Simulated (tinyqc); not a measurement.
How thick the regions must be: band offset from the macroscopic average of a supercell potential.

A model of the planar-averaged electrostatic energy of an electron in a periodic cell of N1 periods of A (L1 = N1 n1 h) and N2 periods of B (L2 = N2 n2 h), on z_j = j h: V(z) = f VA + (1 - f) VB + F t(z), VA = V1[0] + V1[1] cos(2 pi z/(n1 h)) + V1[2] cos(4 pi z/(n1 h)), VB the same with V2, n2 and z - L1. f = [tanh(z/w) - tanh((z - L1)/w) + tanh((z - L1 - L2)/w)]/2 + 1/2; t(z) = z - L1/2 in A and (L1/L2)(L1 + L2/2 - z) beyond, so that the cell is periodic.

Running mean over n points, periodic: for odd n the plain mean of the n points centred on j; for even n the n + 1 points with half weight at both ends. The macroscopic average applies the mean over n1 points and then over n2 points.

Parameters, chosen for this exercise (gaps near those of Si and SiO2; not measured data): h = 0.3 angstrom (grid step); n1 = 6 (grid points per period of A); n2 = 6 (grid points per period of B); V1 = (-7.79, 2.17, -0.63) eV (mean and two harmonics of the potential in A); V2 = (-4.54, 2.43, 0.31) eV (the same in B); w = 0.42 angstrom (width of the interfaces).

N1 = N2 = N, no slope (F = 0); dV is read at j = floor(N n1/2) and N n1 + floor(N n2/2). The exact value is V2[0] - V1[0].

Results:

| N | L1 (angstrom) | dV (eV) | error (meV) |
|---|---|---|---|
| 1 | 1.80 | 1.2351 | -2014.93 |
| 2 | 3.60 | 3.0702 | -179.84 |
| 4 | 7.20 | 3.2500 | -0.05 |
| 5 | 9.00 | 3.2500 | 0.00 |
| 6 | 10.80 | 3.2500 | 0.00 |

Give the missing row, N = 3.

Computed row:
```
N  L1 (angstrom)  dV (eV)  error (meV)
3           5.40   3.2467        -3.32
```

The error is below 10 meV from N = 3 on. The two windows together span 3.60 angstrom and must fit between the interface tails, which fall as exp(-2 z/w); the errors at N = 2, 3 and 4 are -179.84, -3.32 and -0.05 meV.

Program tinyqc; command `OMP_NUM_THREADS=1 python tinyqc.py 1850066 1850067 out.jsonl`; about 0.01 s on one thread of a shared Intel(R) Xeon(R) Processor @ 2.30GHz.
